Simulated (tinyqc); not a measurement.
# Worked calculation: reverse leakage of an n+-p junction: diffusion, generation, trap-assisted and band-to-band tunnelling

Computed by the program tinyqc: `OMP_NUM_THREADS=1 python tinyqc.py 2290104 2290105 out.jsonl`, one thread of a shared Intel Xeon 2.30GHz, about 0.01 s for the whole run. Printed values are rounded; ~0 in a residual or rate marks an entry under 1e-11 of the largest of its column.

One-sided abrupt junction in the depletion approximation, x from the junction (0) to W on the p side, field F = F0 (1 - x/W). Flat quasi-Fermi levels, long p side. Traps generate through SRH with both lifetimes shortened by 1 + Gamma (Hurkx enhancement, form for moderate fields); band-to-band generation is local and needs a total bending above Eg.

Parameters, values chosen for the exercise; band and dielectric values close to those of silicon: temperature T = 350 K; band gap Eg = 1.1 eV; relative permittivity eps_r = 11.7; conduction-band density of states at T Nc = 3.53e19 cm^-3; valence-band density of states at T Nv = 3.38e19 cm^-3; acceptor density of the lighter side Na = 5.4e17 cm^-3; donor density of the heavier side Nd = 1e19 cm^-3; SRH lifetime of both carriers at zero field tau = 1e-9 s; trap level above the intrinsic level Et = 0.11 eV; tunnelling mass mt = 0.27 m0; electron diffusion coefficient on the lighter side Dn = 25 cm^2/s; band-to-band prefactor Ab = 2.8e14 cm^-0.5 V^-2.5 s^-1; band-to-band field constant Bb = 1.77e7 V/cm; reverse bias VR = 0.4 V.

Constants: q = 1.602176634e-19 C, kB = 1.380649e-23 J/K, hbar = 1.054571817e-34 J s, m0 = 9.1093837015e-31 kg, Vt = kB T/q, eps0 = 8.8541878128e-14 F/cm where lengths are in cm. Results are converted to the units shown.

## Field, scales and diffusion current

ni = sqrt(Nc Nv) exp(-Eg/(2 Vt)), Eg in volts; Vbi = Vt ln(Na Nd/ni^2); W = sqrt(2 eps0 eps_r (Vbi + VR)/(q Na)); F0 = 2 (Vbi + VR)/W; FG = sqrt(24 mt m0 (kB T)^3)/(q hbar); J_diff = q ni^2 sqrt(Dn/tau)(1 - exp(-VR/Vt))/Na.

ni = 4.15618e11 cm^-3
Vbi = 0.937194 V
W = 56.5884 nm
F0 = 472.604 kV/cm
FG = 483.028 kV/cm
J_diff = 8.10353e-9 A/cm^2

## Generation rates across the layer

u = (Vbi + VR)(1 - x/W)^2, p = Na exp(-u/Vt), n = Nd exp((u - Vbi - VR)/Vt); G0 = ni^2 (1 - exp(-VR/Vt))/(tau (n + p + 2 ni cosh(Et/Vt))); Gamma = 2 sqrt(3 pi)(F/FG) exp((F/FG)^2); trap-assisted part G0 Gamma; G_bb = Ab F^2.5 exp(-Bb/F) with F in V/cm, zero unless Vbi + VR > Eg, and counted as zero under 1 cm^-3 s^-1. 12 equal steps.

```
point   x (nm)  F (kV/cm)     Gamma  G0 (cm^-3 s^-1)  G0 Gamma (cm^-3 s^-1)  G_bb (cm^-3 s^-1)
0       0.0000    472.604   15.6474       1.72738e13             2.70289e14         2.33431e12
1       4.7157    433.220   12.3097       2.05105e16             2.52478e17         6.23777e10
2       9.4314    393.836   9.73251       5.94916e18             5.79002e19          8.26337e8
3      14.1471    354.453   7.71990       1.08005e19             8.33787e19          4.30591e6
4      18.8628    315.069   6.12883       1.08249e19             6.63436e19            6241.80
5      23.5785    275.685   4.85376       1.07242e19             5.20525e19                 ~0
6      28.2942    236.302   3.81591       7.12359e18             2.71830e19                  0
7      33.0099    196.918   2.95568       6.61387e17             1.95485e18                  0
8      37.7256    157.535   2.22722       4.39183e16             9.78158e16                  0
9      42.4413    118.151   1.59446       5.10753e15             8.14377e15                  0
10     47.1570     78.767   1.02822       1.09598e15             1.12692e15                  0
11     51.8727     39.384  0.503960       4.35201e14             2.19324e14                  0
12     56.5884      0.000         0       3.19876e14                      0                  0
```

## Current components

Each current is q times the trapezoid sum of its rate; J adds J_diff; J_bb under 1e-8 of the sum is given as 0.

J_SRH = 3.48718e-6 A/cm^2
J_TAT = 2.18481e-5 A/cm^2
J_bb = 0 A/cm^2
J = 2.53434e-5 A/cm^2

A fine grid gives J = 2.504e-5 A/cm^2; the coarse sum is 1.2 % above it. On the fine grid the largest part is trap-assisted tunnelling (86.1 %). The simple estimate q ni W/(2 tau cosh(Et/Vt)) is 2.84 times the fine-grid J_SRH of 3.461e-6 A/cm^2, since near both edges n or p is large enough to quench generation.
